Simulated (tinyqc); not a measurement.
Position of the donor: hydrogenic donor in a hard-walled well (variational).

Trial function cos(pi z/L) exp(-r/lam), r measured from the donor at zi, walls at +/- L/2, one eps everywhere. Counted from the lowest subband, E(lam) = c/(m lam^2) - (q/eps) I0/I1, with I0 the integral of cos^2(pi z/L) exp(-2|z - zi|/lam) over the well and I1 the same with the factor (|z - zi| + lam/2); c = hbar^2/2m0, q = e^2/(4 pi eps0). The binding energy is -E at the minimum.

Constants: hbar^2/2m0 = 3.80998211 eV angstrom^2; e^2/(4 pi eps0) = 14.39964547 eV angstrom.

Parameters, chosen for this exercise (out of a larger set: near those of InP; not measured data): m = 0.079 m0 (mass); eps = 12.4 (dielectric constant); L = 258 angstrom (well width).

Ry* = 6.9904 meV

Fixed width; zi from the centre to the wall.

Binding:
```
2 zi/L  zi (angstrom)  lam (angstrom)  binding (meV)  in Ry*
0.0               0.0            84.6          10.52   1.505
0.2              25.8            85.2          10.16   1.453
0.4              51.6            88.4           9.06   1.297
0.6              77.4           100.1           7.35   1.052
0.9             116.1           147.0           4.97   0.711
1.0             129.0           163.8           4.47   0.640
```

Give the missing row, 2 zi/L = 0.8.

Computed row:
```
2 zi/L  zi (angstrom)  lam (angstrom)  binding (meV)  in Ry*
0.8             103.2           129.1           5.62   0.804
```

Uniform doping spreads the level over 6.04 meV, from 10.52 at the centre to 4.47 at the wall, while lam grows by 94 %. The slope is flat at the centre, which gives a peak in the density of donor states there, and steepest between 2 zi/L = 0.4 and 0.8.

Program tinyqc; command `OMP_NUM_THREADS=1 python tinyqc.py 1251132 1251133 out.jsonl`; about 0.03 s on one thread of a shared Intel(R) Xeon(R) Processor @ 2.30GHz.
